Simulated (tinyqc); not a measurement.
# Sneak paths and read margin

Worst-case read of an N x N array without selectors, ideal wires, unselected lines floating and all unselected cells in the low state with resistance K Ron: the sneak path is Rsn = K Ron [2/(N - 1) + 1/(N - 1)^2], in parallel with the selected cell Rc. A sense resistor Ron to ground gives Vout = Vr Ron/(Ron + Rc Rsn/(Rc + Rsn)); margin = [Vout(Rc = Ron) - Vout(Rc = ra Ron)]/Vr.

Inputs (values chosen for the exercise):

| symbol | value | unit | meaning |
|---|---|---|---|
| Ron | 50 | kohm | resistance of the low state |
| ra | 30 |  | ratio Roff/Ron |
| K | 5 |  | factor by which unselected cells are more resistive |
| Vr | 0.5 | V | read voltage |

Sneak paths and read margin:
```
N,Rsn (kohm),"Vout, low state (mV)","Vout, high state (mV)",margin (%)
2,750.0,258.1,45.45,42.52
3,312.5,268.5,81.01,37.50
4,194.4,278.5,112.5,33.19
8,76.53,311.6,203.6,21.60
16,34.44,355.1,298.8,11.27
32,16.39,401.0,377.6,4.686
64,7.999,439.4,431.4,1.609
128,3.953,465.9,463.5,0.4822
256,1.965,481.8,481.1,0.1330
```

The margin falls from 42.5 to 0.133 %; a lone cell has 46.8 %. It first drops below 10 % at N = 32 among the rows, where Rsn = 0.33 Ron. Between the last two rows it goes as N^(-1.86).

Program tinyqc, `OMP_NUM_THREADS=1 python tinyqc.py 2880032 2880033 out.jsonl`; Intel Xeon 2.30GHz, shared host, one thread, about 0.02 s.
